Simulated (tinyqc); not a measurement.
Range and order of the fit: effective mass of the split-off band from tabulated energies.

c = hbar^2/2m0.
Constants: hbar^2/2m0 = 3.80998211 eV angstrom^2.

Energies along [110], from the band edge downward:
```
k (1/angstrom)   E (meV)
0.000000         0.00000
0.004100         0.30420
0.008200         1.22810
0.012300         2.80630
0.016400         5.09740
0.020500         8.18610
0.024600        12.18350
0.028700        17.22420
0.032800        23.45940
```

reference mass (curvature of the model at k = 0.0001 1/angstrom) = 0.211186 m0

Least-squares fits of E = a k^2 (+ b k^4 + d k^6) over points 1 to n, and the line y = c k^2/E against E; errors of m against the reference.

Results:
```
n  E at point n (meV)  one term (%)  two terms (%)  three terms (%)  line (%)  rms residual, one term (meV)
3                 2.8         -2.47           0.02             0.00     -0.02                         0.011
4                 5.1         -4.17           0.04             0.01     -0.06                         0.033
5                 8.2         -6.25           0.10             0.01     -0.13                         0.080
6                12.2         -8.65           0.17             0.02     -0.25                         0.161
7                17.2        -11.33           0.25             0.07     -0.44                         0.293
8                23.5        -14.20           0.27             0.17     -0.72                         0.489
```

The error of the parabola goes from -2.47 to -14.20 % as the range widens, and at n = 8 its residual, 0.49 meV, is only 2.1 % of the top energy: a small residual does not vouch for the mass. Over the full range (n = 8) the best form is three terms (0.17 %); the line errs by -0.02 % at n = 3 and -0.72 % at n = 8. Without scatter, a narrower range or a second term is the cure: at n = 8 the errors are -14.20, +0.27 and +0.17 % for one, two and three terms. Three terms on three points interpolate exactly.

(tinyqc, `OMP_NUM_THREADS=1 python tinyqc.py 1850814 1850815 out.jsonl`, Intel(R) Xeon(R) Processor @ 2.30GHz, 1 thread, shared host, about 0.01 s.)
